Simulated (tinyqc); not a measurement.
From results back to parameters: finite square well with mass mismatch (envelope functions). Three cases, with inputs chosen for the exercise.

Problem. The lowest level of this well was computed from a hidden depth V0.

A square well of width L and depth V0, mass mw inside and mb outside, energies from the bottom of the well, c = hbar^2/2m0. k = sqrt(mw E/c), kappa = sqrt(mb (V0 - E)/c). psi and psi'/m are continuous at the walls (BenDaniel-Duke), so level n solves k L + 2 atan[(k/mw)/(kappa/mb)] = n pi.

Constants: hbar^2/2m0 = 3.80998211 eV angstrom^2.

Case 1.

Values chosen (out of a larger set: near those of the heavy valleys of a Si film in SiO2; not measured data): L = 30 angstrom (well width); mw = 0.941 m0 (mass in the well); mb = 0.523 m0 (mass in the barrier).

E1 = 0.039719 eV

Case 2.

Values chosen (out of a larger set: near those of the heavy valleys of a Si film in SiO2; not measured data): L = 27 angstrom (well width); mw = 0.924 m0 (mass in the well); mb = 0.495 m0 (mass in the barrier).

E1 = 0.049261 eV

Case 3.

Values chosen (out of a larger set: near those of a strained Si well in SiGe; not measured data): L = 71 angstrom (well width); mw = 0.943 m0 (mass in the well); mb = 0.958 m0 (mass in the barrier).

E1 = 0.006177 eV

Find: k; kappa; V0.

Solution. For n = 1 the condition reads kappa = (mb/mw) k tan(kL/2); then V0 = E1 + c kappa^2/mb.

Case 1.

k = 0.09905 1/angstrom
kappa = 0.6452 1/angstrom
V0 = 3.072 eV

Case 2.

k = 0.10930 1/angstrom
kappa = 0.6130 1/angstrom
V0 = 2.942 eV

Case 3.

k = 0.03910 1/angstrom
kappa = 0.2150 1/angstrom
V0 = 0.190 eV

Computed by tinyqc, one run a case: `OMP_NUM_THREADS=1 python tinyqc.py N N+1 out.jsonl` with N = 1250821, 1250870, 1250886; one thread of a shared Intel(R) Xeon(R) Processor @ 2.30GHz, about 0.01 s a run at most.
